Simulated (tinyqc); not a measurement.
From results back to parameters: two-band massive Dirac model of the K valleys. Three cases, with inputs chosen for the exercise.

Problem. In the valley model H = [[D/2, a t (kx - i ky)], [a t (kx + i ky), -D/2 + lam sz]], sz = +/-1, a t is hbar v. The gaps of the two spins, A and B, are G = D - lam and D + lam, the band-edge mass of A is c (D - lam)/(a t)^2, c = hbar^2/2m0, and its Berry curvature at the edge is 2 (a t)^2/G^2 in size. The values below come from hidden D, lam and t.

Constants: hbar^2/2m0 = 3.80998211 eV angstrom^2.

Case 1.

Values chosen (out of a larger set: near those used for monolayer MoSe2; not measured data): a = 3.311 angstrom (lattice constant).

gaps (eV): A 1.3050, B 1.4950

mass of A = 0.547687 m0

Case 2.

Values chosen (out of a larger set: near those used for monolayer WSe2; not measured data): a = 3.31 angstrom (lattice constant).

gaps (eV): A 1.2610, B 1.7190

mass of A = 0.285193 m0

Case 3.

Values chosen (out of a larger set: near those used for monolayer MoS2; not measured data): a = 3.201 angstrom (lattice constant).

gaps (eV): A 1.5790, B 1.7410

mass of A = 0.421667 m0

Find: D, lam, t; |Omega| at the A edge.

Solution. The mean of the gaps is D and half their difference lam; a t = sqrt(c G_A/m). The curvature 2 (a t)^2/G^2 equals 2c/(m G).

Case 1.

D, lam, t (eV): 1.400  0.095  0.910

|Omega| at the A edge = 10.661 angstrom^2

Case 2.

D, lam, t (eV): 1.490  0.229  1.240

|Omega| at the A edge = 21.188 angstrom^2

Case 3.

D, lam, t (eV): 1.660  0.081  1.180

|Omega| at the A edge = 11.445 angstrom^2

Computed by tinyqc, one run a case: `OMP_NUM_THREADS=1 python tinyqc.py N N+1 out.jsonl` with N = 1481582, 1481760, 1481906; one thread of a shared Intel(R) Xeon(R) Processor @ 2.30GHz, about 0.01 s a run at most.
